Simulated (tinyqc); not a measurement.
Inside a calculation. Method: plane-wave Kohn-Sham cycle with exchange-only LDA in a layered model solid. Computed by tinyqc, a small Python program that keeps every step. Settings: points = 16, plane-wave index or count = 3, electrons = 2, k points = 1, area = 14.0, mixing = 0.8, iteration cap = 79. Command: `OMP_NUM_THREADS=1 python tinyqc.py 26759 26760 out.jsonl` (the two numbers bound the seeds that draw the settings). One thread of a shared host (Intel(R) Xeon(R) Processor @ 2.60GHz), about 0.01 s of CPU time with the checks. Later iterations appear only in the table of the cycle.

## Iteration 1: potential

A solid whose potential varies along x alone (atomic units):
```
parameter                      value
period a                    5.300000
cross-section of the cell  14.000000
electrons per cell                 2
grid points                       16
plane waves -n..n, n               3
k points                           1
V1 in V1 cos(2 pi x/a)     -0.520000
V2 in V2 cos(4 pi x/a)      0.060000
```

density at the start, on the grid x_j = j a/N (e/bohr^3): 0.02695418  0.02695418  0.02695418  0.02695418  0.02695418  0.02695418  0.02695418  0.02695418  0.02695418  0.02695418  0.02695418  0.02695418  0.02695418  0.02695418  0.02695418  0.02695418

V_H(G) = 4 pi rho(G)/G^2 for G != 0 (uniform background); v_x = -(3 rho/pi)^(1/3); V = V_ext + V_H + v_x; Fourier components f(G_m) = (1/N) sum_j f(x_j) exp(-i G_m x_j).

Potentials on the grid (hartree):
```
x             V_ext       V_H        v_x          V
0.000000  -0.460000  0.000000  -0.295256  -0.755256
0.331250  -0.437991  0.000000  -0.295256  -0.733247
0.662500  -0.367696  0.000000  -0.295256  -0.662952
0.993750  -0.241422  0.000000  -0.295256  -0.536678
1.325000  -0.060000  0.000000  -0.295256  -0.355256
1.656250   0.156569  0.000000  -0.295256  -0.138687
1.987500   0.367696  0.000000  -0.295256   0.072439
2.318750   0.522844  0.000000  -0.295256   0.227587
2.650000   0.580000  0.000000  -0.295256   0.284744
2.981250   0.522844  0.000000  -0.295256   0.227587
3.312500   0.367696  0.000000  -0.295256   0.072439
3.643750   0.156569  0.000000  -0.295256  -0.138687
3.975000  -0.060000  0.000000  -0.295256  -0.355256
4.306250  -0.241422  0.000000  -0.295256  -0.536678
4.637500  -0.367696  0.000000  -0.295256  -0.662952
4.968750  -0.437991  0.000000  -0.295256  -0.733247
```

V(G_m), m = 0, 1, 2, ... (hartree): -0.295256  -0.260000  0.030000  0.000000  0.000000  0.000000  0.000000

## Iteration 1: Hamiltonian at one k

k = 0.000000 2 pi / a

H(m,m') = (k + G_m)^2/2 delta + V(G_m - G_m'), with V(-G) = V(G).

H (hartree), lower triangle:
```
           -3         -2         -1         +0         +1         +2        +3
-3   6.029161
-2  -0.260000   2.515596
-1   0.030000  -0.260000   0.407457
+0   0.000000   0.030000  -0.260000  -0.295256
+1   0.000000   0.000000   0.030000  -0.260000   0.407457
+2   0.000000   0.000000   0.000000   0.030000  -0.260000   2.515596
+3   0.000000   0.000000   0.000000   0.000000   0.030000  -0.260000  6.029161
```

## Iteration 1: levels at that k

Diagonalise the Hermitian matrix.

eigenvalues (hartree): -0.449223  0.346294  0.556653  2.527198  2.530795  6.048721  6.048732

## Iteration 1: new density

Motion across x is left out: the lowest 1 band(s) hold two electrons at each of the k points (j + 1/2)/nk - 1/2. Residual R = rho(out) - rho(in); rho(new) = rho(in) + 0.8 R. rho(out) = 2/(a A nk) sum |psi|^2 with psi = sum c exp(i G x). Harris energy E = band energy - dV sum rho (V_H/2 + v_x) + (3/4) dV sum rho v_x with rho(in), dV = a A/N, band energy = (2/nk) sum of the filled levels.

rho(out) (e/bohr^3): 0.06051337  0.05657702  0.04629145  0.03332509  0.02144475  0.01280391  0.00763398  0.00511069  0.00437967  0.00511069  0.00763398  0.01280391  0.02144475  0.03332509  0.04629145  0.05657702

density after iteration 1 (e/bohr^3): 0.05380153  0.05065245  0.04242400  0.03205091  0.02254664  0.01563396  0.01149802  0.00947939  0.00889457  0.00947939  0.01149802  0.01563396  0.02254664  0.03205091  0.04242400  0.05065245

energy per cell = -0.75081732 hartree

## Iteration 2: potential

As before.

Potentials on the grid (hartree):
```
x             V_ext        V_H        v_x          V
0.000000  -0.460000   0.208271  -0.371754  -0.623483
0.331250  -0.437991   0.190131  -0.364354  -0.612214
0.662500  -0.367696   0.139908  -0.343448  -0.571235
0.993750  -0.241422   0.068602  -0.312803  -0.485623
1.325000  -0.060000  -0.009841  -0.278196  -0.348037
1.656250   0.156569  -0.082513  -0.246233  -0.172178
1.987500   0.367696  -0.139901  -0.222262   0.005533
2.318750   0.522844  -0.176219  -0.208409   0.138215
2.650000   0.580000  -0.188604  -0.204032   0.187363
2.981250   0.522844  -0.176219  -0.208409   0.138215
3.312500   0.367696  -0.139901  -0.222262   0.005533
3.643750   0.156569  -0.082513  -0.246233  -0.172178
3.975000  -0.060000  -0.009841  -0.278196  -0.348037
4.306250  -0.241422   0.068602  -0.312803  -0.485623
4.637500  -0.367696   0.139908  -0.343448  -0.571235
4.968750  -0.437991   0.190131  -0.364354  -0.612214
```

V(G_m), m = 0, 1, 2, ... (hartree): -0.282950  -0.203315  0.032493  0.000603  -0.000049  0.000001  0.000001

## Iteration 2: Hamiltonian at one k

k = 0.000000 2 pi / a

As before.

H (hartree), lower triangle:
```
           -3         -2         -1         +0         +1         +2        +3
-3   6.041467
-2  -0.203315   2.527902
-1   0.032493  -0.203315   0.419763
+0   0.000603   0.032493  -0.203315  -0.282950
+1  -0.000049   0.000603   0.032493  -0.203315   0.419763
+2   0.000001  -0.000049   0.000603   0.032493  -0.203315   2.527902
+3   0.000001   0.000001  -0.000049   0.000603   0.032493  -0.203315  6.041467
```

## Iteration 2: levels at that k

As before.

eigenvalues (hartree): -0.382237  0.367987  0.529971  2.535162  2.537350  6.053538  6.053544

## Iteration 2: new density

As before.

rho(out) (e/bohr^3): 0.05410657  0.05130693  0.04373821  0.03358680  0.02350397  0.01547837  0.01022100  0.00744461  0.00660048  0.00744461  0.01022100  0.01547837  0.02350397  0.03358680  0.04373821  0.05130693

density after iteration 2 (e/bohr^3): 0.05404556  0.05117604  0.04347537  0.03327962  0.02331250  0.01550949  0.01047641  0.00785157  0.00705930  0.00785157  0.01047641  0.01550949  0.02331250  0.03327962  0.04347537  0.05117604

energy per cell = -0.68763720 hartree

## Convergence

Stop when sqrt(dV sum R^2) is below 1e-8, dV = a A/N.

Course of the cycle:
```
iteration  E (hartree)  norm of the residual
1          -0.75081732              1.72e-01
2          -0.68763720              1.14e-02
3          -0.68759241              2.18e-03
4          -0.68759782              5.01e-04
5          -0.68759810              1.13e-04
6          -0.68759812              2.52e-05
7          -0.68759812              5.63e-06
8          -0.68759812              1.26e-06
9          -0.68759812              2.81e-07
10         -0.68759812              6.27e-08
11         -0.68759812              1.40e-08
12         -0.68759812              3.13e-09
```

Converged in 12 iterations. Before convergence this energy mixes input and output and is not variational, so it may rise towards its limit.
